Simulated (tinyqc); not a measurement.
Oxide trap near a transistor channel: two-state multiphonon kinetics, telegraph noise and bias instability: one step, computed by the program tinyqc. Command: `OMP_NUM_THREADS=1 python tinyqc.py 3021057 3021058 out.jsonl oxidetrap walk`. One thread of a shared host (Intel(R) Xeon(R) Processor @ 2.30GHz), about 0.01 s of CPU time with the checks.

An n-channel device under positive gate bias. The trap is empty (state 1) or holds an electron (state 2); both states are parabolas of equal curvature, and the electron reservoir is taken at the Fermi level of the channel.

Problem. Barriers and time constants. E_21 = E_t - e F x is the energy of state 2 over state 1; barriers E_c = (E_R + E_21)^2/(4 E_R), E_e = E_c - E_21; tau_c = exp(E_c/k_B T)/(k_0 P), tau_e = exp(E_e/k_B T)/(k_0 P), P the tunnelling factor; occupation f_2 = tau_e/(tau_c + tau_e); 1/tau_0 = 1/tau_c + 1/tau_e.

Inputs (values chosen for the exercise, with an insulator like Al2O3 on silicon):
```
quantity                                value   unit
trap depth x from the interface           2.4     nm
tunnel barrier phi_b                     2.17     eV
trap level above E_F at zero field E_t    1.4     eV
relaxation energy E_R                     2.4     eV
oxide field F                             5.1  MV/cm
attempt rate k_0 at the interface       2e+11    1/s
temperature T                             400      K
```

Parts treated: one trap and an ensemble.

tunnelling factor = 2.693875e-10

Constants: k_B = 8.617333262e-05 eV/K.

Give: E_21; capture barrier E_c; emission barrier E_e; capture time tau_c; emission time tau_e; occupation f_2; tau_0.

Solution.

E_21 = 0.176 eV

capture barrier E_c = 0.6912 eV

emission barrier E_e = 0.5152 eV

capture time tau_c = 9.499e+06 s

emission time tau_e = 57566 s

occupation f_2 = 0.006024

tau_0 = 57219 s

The trap is almost always empty at this bias in equilibrium, which takes about tau_0 to reach. Caution: the field lowers the tunnel barrier appreciably over the trap depth, so the rectangular barrier understates the rate.
